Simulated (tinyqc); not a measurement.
# Resistance of a source-drain extension with a graded tip: what changes with what

y runs along the channel, the gate covers y > 0. The doping is N0 for y < y0 and N0 10^(-(y - y0)/la) beyond, uniform over the depth xj. Sheet conductance s(y) = q mu(N) max(N - Nch, 0) xj + (for y > 0) ma Cox Vo, with mu(N) = u0 + (u1 - u0)/(1 + (N/Nr)^au) and Cox = eps0 eox/tox. Current is taken as one-dimensional; depletion of the tip, spreading and the contact are left out. The metallurgical junction lies at yj, where N = Nch.

Inputs (values chosen for the exercise); mobility law close to that of holes in silicon:

| symbol | value | unit | meaning |
|---|---|---|---|
| eox | 22.1 |  | relative permittivity of the gate insulator (close to hafnium oxide) |
| tox | 3.9 | nm | insulator thickness |
| N0 | 8.3e19 | cm^-3 | active doping of the extension far from the gate |
| la | 4.3 | nm/decade | lateral abruptness |
| xj | 8 | nm | depth of the extension |
| Nch | 3.1e17 | cm^-3 | channel doping |
| Ls | 12 | nm | spacer length |
| Vo | 0.73 | V | gate overdrive |
| ma | 34 | cm^2/(V s) | mobility of the gate-induced layer |
| u1 | 470.5 | cm^2/(V s) | mobility at low doping |
| u0 | 44.9 | cm^2/(V s) | mobility at high doping |
| Nr | 2.23e17 | cm^-3 | reference doping |
| au | 0.719 |  | exponent |
| Lg | 50 | nm | gate length |

Constants: q = 1.602176634e-19 C, eps0 = 8.8541878128e-14 F/cm where lengths are in cm. Results are converted to the units shown.

Each table varies one quantity; the others keep the values above.

## Abruptness at a fixed junction position

R_spacer = integral of dy/s from -Ls to 0, R_ov from 0 to yj, R_channel = (Lg - 2 yj)/(ma Cox Vo), R_total = 2 R_spacer + 2 R_ov + R_channel. Electrical length L_eff = ma Cox dR_total/d(1/Vo); R_series = R_total - L_eff/(ma Cox Vo). y0 is moved with la so that yj stays at 9.6392 nm.

The same in every row: yj (nm) = 9.639; R_channel (ohm um) = 246.7.

Abruptness at a fixed junction position:
```
la (nm/decade)  R_spacer (ohm um)  R_ov (ohm um)  R_total (ohm um)  L_eff (nm)  R_series (ohm um)
1                           22.27          23.68             338.6       33.62              68.58
2                           22.27          32.82             356.9       35.85              69.03
3                           22.27          41.97             375.2       38.07              69.48
4                           22.27          51.12             393.5       40.29              69.93
5                           25.76          58.35             414.9       42.27              75.46
5.9                         35.21          62.43             442.0       43.61              91.79
6.9                         52.84          65.37             483.1       44.68              124.3
7.9                         77.42          67.35             536.2       45.45              171.2
```

What does the table show?

As la goes from 1 to 7.9 nm/decade, R_total rises from 339 to 536 ohm um, R_spacer rises from 22.3 to 77.4 ohm um and R_ov rises from 23.7 to 67.3 ohm um. R_total changes on average by 28.6 ohm um for each nm/decade. L_eff exceeds the metallurgical length by 2.90 nm in the first row and 14.7 nm in the last, since the gate also controls the lightly doped tips.

## Effect of the position under the gate where the fall begins

Same model as above.

Effect of the position under the gate where the fall begins:
```
y0 (nm)  yj (nm)  R_spacer (ohm um)  R_ov (ohm um)  R_channel (ohm um)  R_total (ohm um)  L_eff (nm)  R_series (ohm um)
-6         4.439              68.86          31.89               330.2             531.7       48.27              144.1
-4         6.439              36.63          42.86               298.1             457.1       46.15              86.52
-2         8.439              24.80          50.64               266.0             416.8       43.10              70.76
0          10.44              22.27          55.07               233.9             388.5       39.41              72.02
2          12.44              22.27          58.08               201.7             362.4       35.56              76.91
4          14.44              22.27          61.10               169.6             336.3       31.70              81.81
6          16.44              22.27          64.11               137.5             310.2       27.84              86.71
8          18.44              22.27          67.13               105.4             284.2       23.98              91.61
```

What does the table show?

As y0 goes from -6 to 8, R_total falls from 532 to 284 ohm um, L_eff falls from 48.3 to 24.0 nm and R_series goes from 144 through a minimum of 70.8 (at y0 = -2 among the rows listed) to 91.6 ohm um. More overlap also shortens the channel and adds capacitance, effects on threshold and speed that are left out.

tinyqc, about 0.03 s, one thread, Intel Xeon 2.30GHz (shared host): `OMP_NUM_THREADS=1 python tinyqc.py 2282114 2282115 out.jsonl`
